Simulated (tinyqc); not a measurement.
## Read current of a NAND string, cells in series solved by shooting: effect of the read voltage on the selected word line

Cells in series, numbered from 0 at the source line (0 V) to the bit line, each followed by a gap resistance Rg. A cell with gate Vg, threshold VT, source Vs and drain Vd passes I = 2 nf K Vt^2 [F(Vs) - F(Vd)]/(1 + th max(Vg - VT, 0)), F(V) = ln^2(1 + exp((Vg - VT - nf V)/(2 nf Vt))). The selected cell has Vg = Vr, the others Vg = Vp.

For a trial current I start at 0 V and, cell by cell, solve for the drain: sqrt(F(Vd)) = sqrt(F(Vs) - I/k), k = 2 nf K Vt^2/(1 + th max(Vg - VT, 0)), Vd = [Vg - VT - 2 nf Vt ln(exp(sqrt F) - 1)]/nf, then add I Rg. The string current is the I for which the last node reaches Vbl. The apparent threshold is the Vr at which I = Is. Background: all other cells erased (VT = Ve) or all in the highest state (VT = Vh); ratio and shift are high over erased and high minus erased. The string has 32 cells and the selected one is cell 16.

Inputs (values chosen for the exercise); values of the order met in vertical NAND strings:
- T = 300 K (temperature)
- K = 3.7 uA/V^2 (gain factor of a cell)
- nf = 2.3 (slope factor)
- th = 0.16 1/V (mobility reduction factor)
- Rg = 11 kohm (resistance of the gap between cells)
- Vbl = 0.5 V (bit-line voltage)
- Vp = 6 V (pass voltage)
- Ve = -2 V (threshold of an erased cell)
- Vh = 4.5 V (threshold of the highest state)
- Vx = 2.1 V (threshold of the selected cell)
- Is = 20 nA (sensing current)

Constants: q = 1.602176634e-19 C, kB = 1.380649e-23 J/K, Vt = kB T/q. Results are converted to the units shown.

The same in every row: apparent VT, erased (V) = 2.289; apparent VT, high (V) = 2.409; background shift (mV) = 120.3.

Result of one run:
```
Vr (V)  I, others erased (uA)  I, others high (uA)   ratio
3                      0.1284              0.04027  0.3136
```

What becomes of these results when the read voltage on the selected word line Vr is changed from 3 to 2.2 V, all else the same?

Result of the changed run:
```
Vr (V)  I, others erased (uA)  I, others high (uA)   ratio
2.2                   0.01113             0.007782  0.6989
```

The whole series:
```
Vr (V)  I, others erased (uA)  I, others high (uA)   ratio
1.8                  6.753e-5             6.713e-5  0.9942
2.2                   0.01113             0.007782  0.6989
2.6                   0.06532              0.03204  0.4905
3                      0.1284              0.04027  0.3136
3.4                    0.1482              0.04139  0.2792
3.8                    0.1548              0.04181  0.2700
4.2                    0.1582              0.04203  0.2657
4.6                    0.1602              0.04217  0.2632
```

As Vr goes from 1.8 to 4.6 V, the current with erased neighbours rises from 6.75e-5 to 0.160 uA, that with high neighbours rises from 6.71e-5 to 0.0422 uA and the ratio falls from 0.994 to 0.263. The apparent thresholds do not depend on Vr.

Program tinyqc, `OMP_NUM_THREADS=1 python tinyqc.py 2142190 2142191 out.jsonl`; Intel Xeon 2.30GHz, shared host, one thread, about 0.4 s.
